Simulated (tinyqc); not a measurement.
Special k points of the fcc lattice: sweeps and comparisons. A value that a table varies takes the place of the one given here.

Lattice vectors in units of a: a1 = (0, 1/2, 1/2), a2 = (1/2, 0, 1/2), a3 = (1/2, 1/2, 0); reciprocal vectors b_i with a_i . b_j = 2 pi delta_ij. Mesh: k = sum_i f_i b_i with f_i = (2 j_i + shift)/(2 N), j_i = 0 .. N-1. The point group of the lattice has 48 operations; only those that map the mesh onto itself are used.

A_m(k) = sum over the m-th star of lattice vectors R of cos(k . R), stars in order of length: m = 1: |R|^2 = 0.5, 12 vectors, such as (1, 0, 0) in the basis a_i; m = 2: |R|^2 = 1, 6 vectors, such as (1, 1, -1) in the basis a_i; m = 3: |R|^2 = 1.5, 24 vectors, such as (2, 0, -1) in the basis a_i; m = 4: |R|^2 = 2, 12 vectors, such as (2, 0, 0) in the basis a_i; m = 5: |R|^2 = 2.5, 24 vectors, such as (2, 1, -1) in the basis a_i; m = 6: |R|^2 = 3, 8 vectors, such as (3, -1, -1) in the basis a_i. The zone mean of every A_m is zero.

Test function, the lower band of a two-band insulator: E(k) = -sqrt(D^2 + (e0 - t A_1(k))^2).

Parameters, chosen for this exercise (the lattice of Si, GaAs, Cu and Al; the results hold for these values, not for the real material):
```
symbol  value  unit  meaning
D       1.31   eV    half gap term
t       0.26   eV    coupling
e0      1.67   eV    offset
N       6            points along each reciprocal vector
shift   0            half steps
```

## Mesh size and shift

Errors of the mean of E against the unshifted mesh with N = 24. The fifth column is |R|^2 of the shortest star with a non-zero mean.

Meshes:
```
mesh       points  irreducible  operations  |R|^2 missed  error (meV)
1 Gamma         1            1          48          0.50      290.887
1 shifted       1            1          12          1.00      122.512
2 Gamma         8            3          48          2.00     -189.260
2 shifted       8            2          12          4.00        2.433
3 Gamma        27            4          48          4.50       -3.055
3 shifted      27            6          12          9.00       -0.970
4 Gamma        64            8          48          8.00        3.004
4 shifted      64           10          12         16.00        0.192
5 Gamma       125           10          48         12.50       -0.297
5 shifted     125           19          12           >16       -0.033
6 Gamma       216           16          48           >16       -0.126
6 shifted     216           28          12           >16        0.005
```

reference mean = -2.24501 eV

The shifted mesh has the smaller error for 6 of 6 values of N and the larger for 0. The cheapest mesh within 1 meV is 3 shifted, with 6 irreducible points. A mesh misses the lattice vectors N (n1 a1 + n2 a2 + ...); the half shift gives each the sign (-1)^(n1 + n2 + ...), so the 12 shortest ones add up to 0 in place of 12: they cancel. The shift lowers the symmetry; it leaves more irreducible points for N = 3, 4, 5 and 6; it leaves fewer irreducible points for N = 2.

## Gap and mesh density

D takes the values listed; errors against the unshifted mesh with N = 30, for unshifted meshes.

Errors (meV):
```
D (eV)  reference (eV)     N = 2   N = 4   N = 6  N = 8
0.2            -1.7653  -277.601  24.695  -5.966  2.210
0.4            -1.8116  -262.278  16.932  -3.092  0.724
0.8            -1.9647  -227.794   7.788  -0.752  0.070
1.5            -2.3675  -177.230   2.157  -0.067  0.001
2.5            -3.1166  -130.526   0.496  -0.004  0.000
4.0            -4.4196   -91.385   0.113   0.000  0.000
```

The first listed N from which the error stays below 0.5 meV is none for D = 0.2, none for D = 0.4, 8 for D = 0.8, 6 for D = 1.5, 4 for D = 2.5, 4 for D = 4 eV. A larger D makes the function smoother, so its Fourier coefficients fall faster with |R|.

## One point for the whole zone

The mean-value (Baldereschi) point is taken at k = (2 pi/a) (0.6223, 0.2953, 0), that is f = (0.1477, 0.3111, 0.4588); the reference is the mesh with N = 24.

Single points:
```
point                     A_1     A_2     A_3     A_4   E (eV)
Gamma                  12.000   6.000  24.000  12.000  -1.9541
mean-value point        0.000   0.000  -4.405  -3.192  -2.1225
zone-face centre b1/2   0.000  -6.000   0.000  12.000  -2.1225
```

reference mean = -2.2450 eV

The mean-value point makes A_1 and A_2 vanish. Its error is +123 meV, against +291 meV at Gamma and +123 meV at b1/2. E is not linear in A_1; its powers hold sums of nearest vectors and a non-zero mean, so this point is not exact. A_1 has the same value at b1/2, and E depends on A_1 alone, so this test cannot tell the two points apart.

## What moves the zone average

Mean of E over the mesh, and its error against the unshifted mesh with N = 24. Each row changes one parameter from the base and keeps the others.

Results:
```
case          mean (eV)  error (meV)  irreducible points
base            -2.2451        -0.13                  16
N = 7           -2.2450         0.04                  20
shift = 1       -2.2450         0.00                  28
D = 0.917 eV    -2.0222        -0.50                  16
t = 0.338 eV    -2.3443         0.26                  16
```

The largest shifts from the base row, up to three for each result and ties (the steps differ in size, so this ranks the rows, not the parameters). mean (eV): D +0.2229, t -0.0991, N +0.0002. error (meV): t +0.39, D -0.37, N +0.17. irreducible points: shift +12, N +4; unchanged at the printed digits by D and t.

Computed by tinyqc, a small Python program: `OMP_NUM_THREADS=1 python tinyqc.py 1680913 1680914 out.jsonl` (the numbers bound the seed that draws the inputs); one thread of a shared host (Intel(R) Xeon(R) Processor @ 2.30GHz), about 0.1 s for the whole set of steps.
